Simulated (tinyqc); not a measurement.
# FinFET, parasitic resistance, capacitance and delay: effects of single changes

Nf fins under one contact; each has gated perimeter p = 2 Hf + Wf and cross-section A = Hf Wf; contact width Wc = Nf pf, stack height Hs = Hf. Contact length Lc = CPP - Lg - 2 Lsp, shared by two neighbouring gates. Source and drain sides are equal. The formulas are first-order estimates, not field solutions.

Inputs (values chosen for the exercise); values close to those of silicon logic devices:
- T = 300 K (temperature)
- Nf = 3 (number of fins)
- Hf = 55 nm (fin height)
- Wf = 6 nm (fin width)
- pf = 42 nm (fin pitch)
- CPP = 45 nm (contacted gate pitch)
- Lg = 14 nm (gate length)
- Lsp = 8 nm (spacer length)
- ks = 7 (relative permittivity of the spacer)
- Hc = 30 nm (gate height above the channel stack)
- rc = 3.6e-9 ohm cm^2 (contact resistivity)
- re = 0.0005 ohm cm (resistivity of the source-drain epitaxy)
- te = 15 nm (current-carrying depth of the epitaxy)
- rx = 0.00062 ohm cm (resistivity of the extension)
- Lov = 1 nm (gate overlap)
- Cinv = 2.3 uF/cm^2 (inversion capacitance)
- vx = 8e6 cm/s (injection velocity)
- mu = 140 cm^2/(V s) (apparent mobility)
- VT = 0.21 V (threshold at zero drain voltage)
- dl = 0.026 V/V (barrier lowering)
- n = 1.29 (subthreshold factor)
- Cw = 0.24 fF (wire load)
- Vdd = 0.6 V (supply voltage)

Constants: q = 1.602176634e-19 C, kB = 1.380649e-23 J/K, eps0 = 8.8541878128e-12 F/m, Vt = kB T/q. Results are converted to the units shown.

Each table varies one quantity; the others keep the values above.

## Effect of the relative permittivity of the spacer

Epitaxy sheet resistance Rsh = re/te, transfer length LT = sqrt(rc/Rsh), contact Rc = [sqrt(rc Rsh)/Wc] coth(Lc/(2 LT)); extension of one fin Rx = rx Lsp/A. With N fins: gate Cg = Cinv p N Lg; per side, plate Cp = ks eps0 [Wc (Hs + Hc) - N A]/Lsp, top fringe Cf = (2/pi) ks eps0 Wc ln(1 + Lg/(2 Lsp)), overlap Co = Cinv p N Lov. One fin: I = p Q vx u/(1 + |u|^1.8)^(1/1.8), Q = Cinv n Vt ln(1 + exp((Vg' - VT + dl Vd')/(n Vt))), u = Vd' mu/(vx Lg), Vg' = Vgs - v, Vd' = Vds - 2 v, with the drop on each side v = Rc (sum of I) + Rx I. Ieff = [I(Vgs = Vdd, Vds = Vdd/2) + I(Vdd/2, Vdd)]/2, total currents. With Cs = Cp + Cf + Co, the load of an inverter of two such devices driving an equal one is CL = 2 (Cg + 2 Cs) + 4 Cs + Cw (own drains counted twice for the Miller effect); delay CL Vdd/(2 Ieff).

The same in every row: Rc (ohm) = 387.5; Rx/N (ohm) = 50.10; Ieff (uA) = 113.3.

Effect of the relative permittivity of the spacer:
```
ks,CL (aF),delay (ps)
1,617.8,1.636
2,707.4,1.873
3,797.0,2.111
4,886.7,2.348
5.5,1021,2.704
7,1156,3.060
```

As ks goes from 1 to 7, Ieff stays at 113 uA, CL rises from 618 to 1160 aF and the delay rises from 1.64 to 3.06 ps.

## Effect of the wire load

Same model as above.

The same in every row: Rc (ohm) = 387.5; Rx/N (ohm) = 50.10; Ieff (uA) = 113.3.

Effect of the wire load:
```
Cw (fF),CL (aF),delay (ps)
0.02,935.6,2.477
0.043,958.6,2.538
0.093,1009,2.671
0.2,1116,2.954
0.43,1346,3.563
0.93,1846,4.887
2,2916,7.721
```

As Cw goes from 0.02 to 2 fF, Ieff stays at 113 uA, CL rises from 936 to 2920 aF and the delay rises from 2.48 to 7.72 ps.

## Effect of the supply voltage

Same model as above.

The same in every row: Rc (ohm) = 387.5; Rx/N (ohm) = 50.10; CL (aF) = 1156.

Result of one run:
```
Vdd (V),Ieff (uA),delay (ps)
0.75,167.3,2.590
```

What becomes of these results when the supply voltage Vdd is changed from 0.75 to 0.55 V, all else the same?

Result of the changed run:
```
Vdd (V),Ieff (uA),delay (ps)
0.55,95.83,3.316
```

The whole series:
```
Vdd (V),Ieff (uA),delay (ps)
0.45,62.73,4.145
0.55,95.83,3.316
0.65,131.1,2.865
0.75,167.3,2.590
0.85,203.9,2.408
0.95,240.8,2.280
```

As Vdd goes from 0.45 to 0.95 V, Ieff rises from 62.7 to 241 uA, CL stays at 1160 aF and the delay falls from 4.14 to 2.28 ps.

Computed by the program tinyqc: `OMP_NUM_THREADS=1 python tinyqc.py 2170083 2170084 out.jsonl`, one thread of a shared Intel Xeon 2.30GHz, about 0.04 s for the whole run.
